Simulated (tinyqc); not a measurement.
Mean-field antiferromagnet of the Hubbard model on the simple cubic lattice: one step. Folded levels on the mesh. Two cases, with inputs chosen for the exercise.

Question. Collect the points with equal |e-| and e+.

e(k) = -2 t (cx + cy + cz) - 4 t2 (cx cy + cy cz + cz cx), ci = cos ki; one electron a site; Q = (pi, pi, pi). <n_up - n_dn> = m cos(Q.R) gives Delta = U m/2 and bands E = e+ -/+ sqrt(e-^2 + Delta^2), e+- = (e(k) +- e(k + Q))/2 (the constant U/2 is dropped). Means run over the mesh k_i = 2 pi (j + 1/2)/N of the whole zone: mu from mean(f(E-) + f(E+)) = 1; m(out) = mean of Delta (f(E-) - f(E+))/sqrt(e-^2 + Delta^2); free energy per site F = -kT mean[ln(1 + exp(-(E- - mu)/kT)) + ln(1 + exp(-(E+ - mu)/kT))] + mu + U m^2/4.

Case 1.

Values chosen: t = 1.07 eV (nearest hopping); t2 = 0 eV (second hopping); N = 4 (mesh).

Case 2.

Values chosen: t = 0.45 eV (nearest hopping); t2 = -0.13 eV (second hopping); N = 4 (mesh).

Give: Classes of points.

Answer.

Case 1.

Classes of points:
```
|e-| (eV)  e+ (eV)  points
1.5132      0.0000      48
4.5396      0.0000      16
```

Case 2.

Classes of points:
```
|e-| (eV)  e+ (eV)  points
0.6364     -0.2600      48
1.9092      0.7800      16
```

Computed by tinyqc, one run a case: `OMP_NUM_THREADS=1 python tinyqc.py N N+1 out.jsonl` with N = 1652706, 1680474; one thread of a shared Intel(R) Xeon(R) Processor @ 2.30GHz, about 0.1 s a run at most.
